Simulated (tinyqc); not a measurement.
Six materials: three-level Kane formulas for mass and g factor.

1/m = 1 + (Ep/3)(2/Eg + 1/(Eg + Dso)), g = 2 - (2 Ep/3)(1/Eg - 1/(Eg + Dso)). The inputs are values chosen for the exercise.

Results:
```
case         Eg (eV)  Dso (eV)  Ep (eV)  m (m0)        g   Eg/Ep
A near InSb    0.232     0.796     23.0  0.0134  -49.176  0.0101
B near InAs    0.422     0.389     21.8  0.0225  -14.519  0.0194
C near GaSb    0.827     0.752     26.8  0.0354   -8.289  0.0309
D near ZnSe    2.819     0.402     24.1  0.1088    1.289  0.1170
E near InP     1.437     0.109     20.6  0.0667    1.326  0.0698
F near GaAs    1.507     0.343     25.5  0.0593   -0.092  0.0591
```

The mass follows the gap: m/(Eg/Ep) lies between 0.93 and 1.33, while m itself spans a factor of 8.1. The order by mass differs from the order by gap. g is negative for A, B, C and F; it needs Ep Dso > 3 Eg (Eg + Dso). Where g is small, two larger terms cancel: 5 % in Ep moves g by (2 - g)/20, and the levels left out move it by tenths. Remote bands, left out here, make real masses heavier, by up to a half in the wider-gap crystals. All rows are for the Gamma valley, which is not the lowest one in GaP and Ge.

Computed by tinyqc, a small Python program: `OMP_NUM_THREADS=1 python tinyqc.py 1081201 1081202 out.jsonl` (the numbers bound the seed that draws the inputs); one thread of a shared host (Intel(R) Xeon(R) Processor @ 2.30GHz), about 0.01 s for the whole set of steps.
